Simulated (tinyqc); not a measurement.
A ladder of methods, and size consistency: correlation methods against full CI in the 6-31g basis, for H4, spin multiplicity 1. Computed by the program tinyqc with PySCF. All electrons correlated; +Q is the Davidson correction (1 - c0^2) E_corr. The last columns treat two copies 100 angstrom apart as one system. FCI is the lowest singlet.

Geometry (angstrom):
```
atom       x       y       z
H     0.0000  0.0000  0.0000
H     0.0000  0.0000  0.7120
H     0.0000  0.0000  1.7400
H     0.0000  0.0000  2.4520
```

RHF energy of one = -2.211287 hartree

Correlation energies (hartree):
```
method   E_corr of one  share of FCI (%)  E_corr of two at 100 angstrom  two minus twice one (mhartree)
MP2          -0.035374           72.3737                      -0.070748                          0.0000
CISD         -0.048236           98.6894                      -0.094163                          2.3098
CISD+Q       -0.049454          101.1810                      -0.098547                          0.3606
CCSD         -0.048718           99.6742                      -0.097435                          0.0000
CCSD(T)      -0.048843           99.9302                      -0.097685                          0.0000
FCI          -0.048877          100.0000                              -                               -
```

What does the comparison show, and why?

MP2 recovers 72 %, CISD 98.7 % and CCSD 99.7 % of the FCI value (c0^2 = 0.975 in CISD). MP2 and coupled cluster are size consistent, so their last column vanishes; CISD loses 2.31 mhartree, since a double excitation on each copy is a quadruple of the pair, and the Davidson correction leaves +0.36.
